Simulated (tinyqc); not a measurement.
# From extrinsic g_m back to source resistance R_S

Model: charge control and current of a heterostructure field-effect transistor. Computed by tinyqc, a small Python program. Command: `OMP_NUM_THREADS=1 python tinyqc.py 3024922 3024923 out.jsonl hemt inv`. One thread of a shared host (Intel(R) Xeon(R) Processor @ 2.30GHz), about 0.03 s of CPU time with the checks.

Two subbands in a triangular well; E_F is counted from the conduction band edge of the channel at the interface.

Inputs (values chosen for the exercise, modelled on AlGaAs/GaAs): channel mass m = 0.064 m_0; permittivity eps (barrier and channel) = 12.7; barrier thickness d = 42 nm; Schottky barrier phi_B = 0.99 eV; conduction band offset dE_c = 0.28 eV; delta-doping density N_d = 5.3e+12 1/cm^2; gate voltage V_G = -0.41 V; mobility mu = 7200 cm^2/(V s); saturation velocity v_s = 1.5 1e7 cm/s; gate length L = 250 nm; temperature T = 300 K; mixing = 0.3; iteration cap = 200; spacer between delta layer and channel = 3.5 nm.

Charge source: delta doping. Velocity law: two-piece.

Constants: e = 1.602176634e-19 C; eps_0 = 8.8541878128e-12 F/m; k_B = 8.617333262e-05 eV/K; hbar = 1.054571817e-34 J s; m_0 = 9.1093837015e-31 kg; k_B = 1.380649e-23 J/K.

Method:
- Threshold V_T = phi_B - dE_c - e N_d (d - spacer)/(eps eps_0) (in volts); C_b = eps eps_0/d.
- Charge control: n_s = C_b (V_G - V_T - E_F/e)/e. Well: mean field F = e n_s/(2 eps eps_0), E_i = (hbar^2/2m)^(1/3) [(3 pi e F/2)(i + 3/4)]^(2/3), i = 0, 1; n_s = D k_B T sum_i ln(1 + exp((E_F - E_i)/k_B T)), D = m/(pi hbar^2), which is solved in closed form for E_F.
- Iteration from n_s = C_b (V_G - V_T)/(2e): E_F from n_s, n_out from the charge control, n_new = n_s + mixing (n_out - n_s), kept above n_s/10; stop when |n_out/n_s - 1| < 1e-9.
- C_g = e dn_s/dV_G = 1/(1/C_b + 1/C_q), 1/C_q = d(E_F/e)/d(e n_s) by a central difference of +/- 0.1 % in n_s; added distance dd = eps eps_0/C_q.
- With V = e n_s/C_g and V_c = v_s L/mu: for v = mu F up to v_s, I/W = C_g v_s V_c (sqrt(1 + (V/V_c)^2) - 1) and V_Dsat = V + V_c - sqrt(V^2 + V_c^2); g_m = dI/dV; extrinsic g_m/(1 + g_m R_S); f_T = g_m/(2 pi C_g L).

Problem. A run gave the result below. Find the source resistance R_S, known to lie between 0.65 and 1.4 ohm mm.

extrinsic g_m = 281.9895 mS/mm

Solution.

Each step takes the trial c = (a f_b - b f_a)/(f_b - f_a), f being the result less the target and a, b, c the logarithms of the listed values; c replaces end b, the old b replaces a if the sign of f changed, and otherwise f_a is halved.

Scan of the range:
```
source resistance R_S (ohm mm)  extrinsic g_m (mS/mm)
0.650                                         291.127
0.739                                         283.774
0.839                                         275.943
0.954                                         267.456
1.080                                         258.737
1.230                                         249.070
1.400                                         238.953
```

False position (Illinois rule, in the logarithm of the input) inside the bracket:
```
step     end a     end b     trial  extrinsic g_m (mS/mm)
1     0.739000  0.839000  0.760685                282.038
2     0.839000  0.760685  0.761283                281.991
3     0.839000  0.761283  0.761315                281.988
4     0.761283  0.761315  0.761299                281.990
```

Extrinsic g_m falls at every point of a 13-point scan of the range (every second point is shown), so one value fits; it is bracketed by 0.739 and 0.839. Answer: source resistance R_S = 0.7613 ohm mm.

Caution: E_F lies above the conduction band minimum of the barrier, so electrons would spill into the barrier.
